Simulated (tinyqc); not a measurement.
Tension along [110]: repopulation and mass change: two-band k.p model of the Delta valleys near the X point under shear strain.

Valley pair on the [001] axis, kz counted from the X point, c = hbar^2/2m0, k0 = kx0 2 pi/a. H = (c kz^2/ml + c (kx^2 + ky^2)/mt + c k0^2/ml) 1 + (2 c k0 kz/ml) sigma_z + (D exy - 2 c kx ky/Mp) sigma_x, so E = c kz^2/ml + c (kx^2 + ky^2)/mt + c k0^2/ml -/+ sqrt((2 c k0 kz/ml)^2 + (D exy - 2 c kx ky/Mp)^2). Without strain the lower band has its minima, E = 0, at kz = +/- k0. Shifts from diagonal strain are left out.

For |eta| < 1: k_min = k0 sqrt(1 - eta^2), E_min = -Delta eta^2/2, ml(eta) = ml/(1 - eta^2), 1/m[110] = 1/mt + eta/Mp, 1/m[1-10] = 1/mt - eta/Mp. For |eta| > 1 the minimum sits at X: E_min = -Delta (2 |eta| - 1)/2, ml(eta) = ml/(1 - 1/|eta|), and eta is replaced by its sign in the transverse masses. Here Delta = 2 c k0^2/ml and eta = D exy/Delta.

s11 = (C11 + C12)/((C11 - C12)(C11 + 2 C12)), s12 = -C12/((C11 - C12)(C11 + 2 C12)), s44 = 1/C44; exx = s11 sxx + s12 (syy + szz) and cyclic, exy = s44 sxy/2; tension is positive. A uniaxial stress X along the unit vector n is s_ij = X n_i n_j.

Constants: hbar^2/2m0 = 3.80998211 eV angstrom^2; kB = 8.617333262e-05 eV/K.

Values chosen for the exercise (near those of Si; shifted at random, so the results belong to these values and not to a real crystal): a = 5.44 angstrom (lattice constant); ml = 0.916 m0 (longitudinal mass); mt = 0.191 m0 (transverse mass); kx0 = 0.155 2 pi/a (distance of the minimum from X); D = 14 eV (shear deformation potential); Mp = 0.245 m0 (coupling mass); C11 = 167.4 GPa; C12 = 62.7 GPa; C44 = 80.8 GPa; Xu = 9.49 eV (uniaxial potential); T = 400 K (temperature).

The z valleys move against the x and y valleys by Xu (ezz - exx) and, through the shear, by E_min. Share of the z valleys n = w/(w + 2 exp(dE/kT)), dE the total relative shift, w = sqrt(ml(eta) m[110] m[1-10]/(ml mt^2)). Along [110]: 1/m_c = n/m[110] + (1 - n)(1/ml + 1/mt)/2. Fixed masses means E_min = 0, w = 1, m[110] = mt. Gains are against 3/(1/ml + 2/mt) at a fixed scattering time.

Results:
```
X (GPa)  Xu (ezz - exx) (meV)  E_min (meV)  m[110]  m_c fixed masses  m_c with shear  gain fixed (%)  gain with shear (%)
0.00                      0.0          0.0  0.1910            0.2595          0.2595             0.0                  0.0
0.50                    -22.7         -0.9  0.1796            0.2392          0.2292             8.5                 13.2
1.00                    -45.3         -3.5  0.1695            0.2216          0.1993            17.1                 30.2
1.50                    -68.0         -7.9  0.1605            0.2090          0.1755            24.1                 47.8
2.00                    -90.6        -14.1  0.1524            0.2010          0.1590            29.1                 63.1
3.00                   -136.0        -31.7  0.1384            0.1939          0.1394            33.8                 86.2
```

Give the missing row, X (GPa) = 0.25.

Computed row:
```
X (GPa)  Xu (ezz - exx) (meV)  E_min (meV)  m[110]  m_c fixed masses  m_c with shear  gain fixed (%)  gain with shear (%)
0.25                    -11.3         -0.2  0.1851            0.2492          0.2448             4.1                  6.0
```

At 1 GPa repopulation alone gives 17.1 % and the shear terms raise it to 30.2 %. From 2 to 3 GPa the fixed-mass gain grows by 4.8 points, towards its ceiling of 35.8 % when all electrons sit in the z valleys, whereas the gain with shear grows by 23.0 points because m[110] keeps falling.

Computed by tinyqc, a small Python program: `OMP_NUM_THREADS=1 python tinyqc.py 1080281 1080282 out.jsonl` (the numbers bound the seed that draws the inputs); one thread of a shared host (Intel(R) Xeon(R) Processor @ 2.30GHz), about 0.01 s for the whole set of steps.
